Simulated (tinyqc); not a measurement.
# Worked calculation: stacked nanosheet transistor, parasitic resistance, capacitance and delay

tinyqc, about 0.09 s, one thread, Intel Xeon 2.30GHz (shared host): `OMP_NUM_THREADS=1 python tinyqc.py 2170131 2170132 out.jsonl` Printed values are rounded.

Ns sheets share one contact on top; each has perimeter p = 2 (Ws + ts) and cross-section A = Ws ts; contact width Wc = Ws + 10 nm, stack height Hs = Ns pv. Sheet 1 is the top one. Contact length Lc = CPP - Lg - 2 Lsp, shared by two neighbouring gates. Source and drain sides are equal. The formulas are first-order estimates, not field solutions.

Parameters, values chosen for the exercise; values close to those of silicon logic devices:
```
symbol    value        unit                                   meaning
T           300           K                               temperature
Ns            2                                      number of sheets
Ws           40          nm                               sheet width
ts            6          nm                           sheet thickness
pv           14          nm              vertical pitch of the sheets
rv          189         ohm  vertical resistance between sheet levels
CPP          42          nm                      contacted gate pitch
Lg           16          nm                               gate length
Lsp           4          nm                             spacer length
ks          3.3                   relative permittivity of the spacer
Hc           25          nm       gate height above the channel stack
rc       2.7e-9    ohm cm^2                       contact resistivity
re      0.00021      ohm cm   resistivity of the source-drain epitaxy
te           20          nm     current-carrying depth of the epitaxy
rx       0.0017      ohm cm              resistivity of the extension
Lov           1          nm                              gate overlap
Cinv        2.5     uF/cm^2                     inversion capacitance
vx        1.1e7        cm/s                        injection velocity
mu          200  cm^2/(V s)                         apparent mobility
VT         0.18           V           threshold at zero drain voltage
dl        0.022         V/V                          barrier lowering
n          1.29                                   subthreshold factor
Cw         0.12          fF                                 wire load
Vdd        0.65           V                            supply voltage
```

Constants: q = 1.602176634e-19 C, kB = 1.380649e-23 J/K, eps0 = 8.8541878128e-12 F/m, Vt = kB T/q. Results are converted to the units shown.

## Geometry and resistances

Epitaxy sheet resistance Rsh = re/te, transfer length LT = sqrt(rc/Rsh), contact Rc = [sqrt(rc Rsh)/Wc] coth(Lc/(2 LT)); extension of one sheet Rx = rx Lsp/A. Effective width N p; for equal currents and rv = 0 one side has Rc + Rx/N.

Lc = 18 nm
effective width = 184 nm
Rsh = 105 ohm
LT = 50.7093 nm
Rc = 606.287 ohm
Rx = 283.333 ohm
one side times effective width = 137.623 ohm um

Lc/2 is 0.18 transfer lengths, and Rc is 1.0 % above the area limit rc/(Wc Lc/2). The contact makes up 81.1 % of one side.

## Capacitances

With N sheets: gate Cg = Cinv p N Lg; per side, plate Cp = ks eps0 [Wc (Hs + Hc) - N A]/Lsp, top fringe Cf = (2/pi) ks eps0 Wc ln(1 + Lg/(2 Lsp)), overlap Co = Cinv p N Lov. Cs = Cp + Cf + Co. An inverter of two such devices driving an equal one has the load CL = 2 (Cg + 2 Cs) + 4 Cs + Cw (its own drains counted twice for the Miller effect).

Cg = 73.6 aF
Cp = 15.8512 aF
Cf = 1.02178 aF
Co = 4.6 aF
CL = 438.984 aF

The channel capacitance gives 33.5 % of CL, the parasitic parts 39.1 % and the wire 27.3 %.

## Iteration 1: sheet currents at Vgs = Vdd, Vds = Vdd/2

I at the start (uA): sheet 1 0, sheet 2 0

One sheet: I = p Q vx u/(1 + |u|^1.8)^(1/1.8), Q = Cinv n Vt ln(1 + exp((Vg' - VT + dl Vd')/(n Vt))), u = Vd' mu/(vx Lg), Vg' = Vgs - v, Vd' = Vds - 2 v, with the drop on each side v_j = Rc sum I + rv (sum over levels k = 2..j of the current of sheets k..Ns) + Rx I_j. I(new) = I(out).

drop v (mV): sheet 1 0, sheet 2 0
I(out) (uA): sheet 1 114.771, sheet 2 114.771
I after iteration 1 (uA): sheet 1 114.771, sheet 2 114.771

## Iteration 2: sheet currents at Vgs = Vdd, Vds = Vdd/2

As before.

drop v (mV): sheet 1 171.687, sheet 2 193.379
I(out) (uA): sheet 1 -15.2389, sheet 2 -38.6095
I after iteration 2 (uA): sheet 1 -15.2389, sheet 2 -38.6095

## Course of the iteration: sheet currents at Vgs = Vdd, Vds = Vdd/2

Stop when the largest change of I is below 1e-6 uA, or after 20 iterations.

Course of the iteration:

| iteration | total I (uA) | largest \|change\| of one entry (uA) |
|---|---|---|
| 1 | 229.542 | 115 |
| 2 | -53.8483 | 153 |
| 3 | 255.943 | 169 |
| 4 | -84.2714 | 177 |
| 5 | 269.552 | 184 |
| 6 | -91.4317 | 185 |
| 7 | 272.660 | 186 |
| 8 | -92.4939 | 186 |
| 9 | 273.115 | 187 |
| ... | ... | ... |
| 12 | -92.6532 | 187 |
| 13 | 273.183 | 187 |
| 14 | -92.6556 | 187 |
| 15 | 273.184 | 187 |
| 16 | -92.6559 | 187 |
| 17 | 273.184 | 187 |
| 18 | -92.6560 | 187 |
| 19 | 273.184 | 187 |
| 20 | -92.6560 | 187 |

Not converged within 20 iterations. The total swings between -92.66 and 273.2 for good. The largest eigenvalue of dI(out)/dI at the solution has size 1.18: above one, so substitution cannot converge. A rerun with the update damped to 0.5 converges in 18 iterations.
